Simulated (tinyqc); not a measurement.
# Junctionless gate-all-around wire, depletion approximation: effects of single changes

A uniformly doped n-type wire of radius R under a surrounding gate; long channel. Below flat band a shell from radius rc to R is fully depleted and the neutral core, at channel potential V (0 at the source, Vd at the drain), carries the current with constant mobility; s = (rc/R)^2 is the share of the cross-section that conducts. The edge of the depleted shell is taken as abrupt, so there is no subthreshold current.

Inputs (values chosen for the exercise); material values close to those of silicon:
- eps_r = 11.6 (relative permittivity of the semiconductor)
- eox = 9 (relative permittivity of the gate insulator)
- tox = 7.2 nm (insulator thickness)
- R = 5 nm (wire radius)
- Nd = 1.6e19 cm^-3 (donor density)
- Vfb = 0.99 V (flat-band voltage)
- mu = 60 cm^2/(V s) (effective mobility in the wire)
- L = 1 um (gate length)

Constants: q = 1.602176634e-19 C, eps0 = 8.8541878128e-14 F/cm where lengths are in cm. Results are converted to the units shown.

Each table varies one quantity; the others keep the values above.

## Effect of the insulator thickness on the threshold

Cox = eps0 eox/(R ln(1 + tox/R)); A = q Nd R^2/(4 eps0 eps_r); B = q Nd R/(2 Cox); VT = Vfb - A - B. The flat-band conductance is G0 = q mu Nd pi R^2/L.

The same in every row: A (V) = 0.1560; G0 (uS) = 1.208.

Results:
```
tox (nm)	Cox (uF/cm^2)	B (V)	VT (V)
2.4	4.065	0.1576	0.6764
5	2.299	0.2787	0.5553
7.2	1.787	0.3587	0.4753
10	1.451	0.4418	0.3922
15	1.150	0.5574	0.2766
22	0.9451	0.6781	0.1559
```

Estimate the missing row, tox = 3.5 nm.

Computed row:
```
tox (nm)	Cox (uF/cm^2)	B (V)	VT (V)
3.5	3.004	0.2134	0.6206
```

With this row back in the table: As tox goes from 2.4 to 22 nm, VT falls from 0.676 to 0.156 V and G0 stays at 1.21 uS. A + B goes on average as tox^(0.44). The device is normally off (VT > 0) in 7 of the 7 rows.

## Effect of the wire radius on the threshold

Same model as above.

Effect of the wire radius on the threshold:
```
R (nm)	Cox (uF/cm^2)	A (V)	B (V)	VT (V)	G0 (uS)
1.7	2.8316	0.018033	0.076951	0.89502	0.13965
2.2	2.4942	0.030200	0.11306	0.84674	0.23387
3	2.1705	0.056157	0.17715	0.75669	0.43488
4.1	1.9171	0.10489	0.27412	0.61099	0.81227
5.5	1.7313	0.18875	0.40718	0.39407	1.4617
7.4	1.5847	0.34169	0.59853	0.049780	2.6460
10	1.4694	0.62397	0.87230	-0.50627	4.8321
```

As R goes from 1.7 to 10 nm, VT falls from 0.895 to -0.506 V and G0 rises from 0.140 to 4.83 uS. A + B goes on average as R^(1.56). The device is normally off (VT > 0) in 6 of the 7 rows. More conductance costs threshold voltage: the same dopants that conduct must be depleted. At R = 1.7 nm the radius is under two Debye lengths (at 300 K), so the depletion picture is rough. For R = 1.7 to 2.2 nm quantum confinement, left out here, matters.

tinyqc, about 0.01 s, one thread, Intel Xeon 2.30GHz (shared host): `OMP_NUM_THREADS=1 python tinyqc.py 2460058 2460059 out.jsonl`
